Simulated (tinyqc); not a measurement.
Inside a calculation. Method: Hubbard ring of 6 sites. One step of it, computed by the program tinyqc.

Task: Mean-field iteration 1. H(up) = T + U n(down), H(down) = T + U n(up); fill the lowest levels; n(new) = n + mixing (n(out) - n); E = tr T (rho up + rho down) + U sum n_up n_down of the output.

one-body matrix (hopping and site energies) (eV), lower triangle:
```
           1          2          3          4          5         6
1   0.000000
2  -1.910000   0.000000
3   0.000000  -1.910000   0.000000
4   0.000000   0.000000  -1.910000   0.000000
5   0.000000   0.000000   0.000000  -1.910000   0.000000
6  -1.910000   0.000000   0.000000   0.000000  -1.910000  0.000000
```

U = 8.500000 eV

electrons, up and down: 3  1

mixing = 0.200000

n(up) at the start (a guess, not normalised): 1 0.500000, 2 0.500000, 3 0.500000, 4 0.500000, 5 0.500000, 6 0.500000

n(down) at the start (a guess): 1 0.167000, 2 0.167000, 3 0.167000, 4 0.167000, 5 0.167000, 6 0.167000

Give: levels, up; levels, down; energy; n(up) after iteration 1; n(down) after iteration 1.

Result:

levels, up (eV): -2.401  -0.490  -0.490  3.329  3.329  5.239

levels, down (eV): 0.430  2.340  2.340  6.160  6.160  8.070

energy = -7.210 eV

n(up) after iteration 1: 1 0.500, 2 0.500, 3 0.500, 4 0.500, 5 0.500, 6 0.500

n(down) after iteration 1: 1 0.167, 2 0.167, 3 0.167, 4 0.167, 5 0.167, 6 0.167
